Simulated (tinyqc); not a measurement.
Transfer-length model of a contact: effect of the sheet resistance.

A metal contact of length d and width W on a thin layer of the same width. The metal has no resistance, the sheet resistance under it equals Rsh, and current enters the layer at the front edge x = 0.

Transfer length Lt = sqrt(rc/Rsh); front resistance Rc = (Rsh Lt/W) coth(d/Lt); end resistance Re = (Rsh Lt/W)/sinh(d/Lt).

Inputs (values chosen for the exercise):
- rc = 3.6e-8 ohm cm^2 (specific contact resistivity)
- d = 0.009 um (contact length)
- W = 2.2 um (contact width)

Result of one run:

| Rsh (ohm/sq) | Lt (um) | d/Lt | Rc W (ohm um) | Re W (ohm um) |
|---|---|---|---|---|
| 6200 | 0.024097 | 0.37350 | 418.43 | 390.85 |

What becomes of these results when the sheet resistance of the semiconductor layer Rsh is changed from 6200 to 1200 ohm/sq, all else the same?

Result of the changed run:

| Rsh (ohm/sq) | Lt (um) | d/Lt | Rc W (ohm um) | Re W (ohm um) |
|---|---|---|---|---|
| 1200 | 0.054772 | 0.16432 | 403.59 | 398.21 |

The whole series:

| Rsh (ohm/sq) | Lt (um) | d/Lt | Rc W (ohm um) | Re W (ohm um) |
|---|---|---|---|---|
| 93 | 0.19675 | 0.045744 | 400.28 | 399.86 |
| 220 | 0.12792 | 0.070356 | 400.66 | 399.67 |
| 500 | 0.084853 | 0.10607 | 401.50 | 399.25 |
| 1200 | 0.054772 | 0.16432 | 403.59 | 398.21 |
| 2700 | 0.036515 | 0.24648 | 408.07 | 395.98 |
| 6200 | 0.024097 | 0.37350 | 418.43 | 390.85 |
| 14000 | 0.016036 | 0.56125 | 441.14 | 379.75 |
| 33000 | 0.010445 | 0.86168 | 494.42 | 354.48 |
| 77000 | 0.0068376 | 1.3162 | 608.07 | 304.22 |

Rc W rises from 400 to 608 ohm um while Re W falls from 400 to 304 ohm um; for Rsh going to zero both tend to rc/d = 400 ohm um. A larger Rsh shortens Lt and crowds the current to the front edge. In 3 of the 9 rows Lt is below 20 nm, near the thickness of a real layer, where current spreads in depth and the line model fails.

tinyqc, about 0.01 s, one thread, Intel Xeon 2.30GHz (shared host): `OMP_NUM_THREADS=1 python tinyqc.py 2760165 2760166 out.jsonl`
